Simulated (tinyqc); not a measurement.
Cell-based percolation model of oxide breakdown: one step of the calculation.

The oxide, of thickness n a, is cut into cubic cells. A cell is defective with the chance l = 1 - exp(-a^3 N), N = N1 (t/1 s)^al. A column of n defective cells breaks the oxide down, and the area holds M = A/a^2 independent columns: 1 - F = (1 - l^n)^M.

Problem. The distribution. N, l, F and W = ln(-ln(1 - F)) at each time; the slope is taken between the end points.

Parameters, values chosen for the exercise:
- a = 1.2 nm (edge of a cell)
- n = 3 (cells across the oxide)
- A = 3.2 um^2 (area)
- al = 0.3 (exponent of defect growth)
- N1 = 2.4e18 cm^-3 (defect density after 1 s)

t, point 0 to 6 (s): 0.00028  0.0036  0.047  0.61  3.6  7.8  22

Give: N; l; F; W; slope.

Solution.

```
point	N (cm^-3)	l	F	W
0	2.062e17	3.563e-4	1.005e-4	-9.205
1	4.437e17	7.664e-4	0.001000	-6.907
2	9.590e17	0.001656	0.01004	-4.596
3	2.069e18	0.003569	0.09611	-2.292
4	3.525e18	0.006072	0.3919	-0.698
5	4.445e18	0.007651	0.6304	-0.005
6	6.066e18	0.01043	0.9195	0.924
```

slope = 0.8987

The slope is 0.15 % below n al, since l grows a little more slowly than N.

Numbers from tinyqc (`OMP_NUM_THREADS=1 python tinyqc.py 2070137 2070138 out.jsonl`; about 0.01 s on one thread of a shared Intel Xeon 2.30GHz).
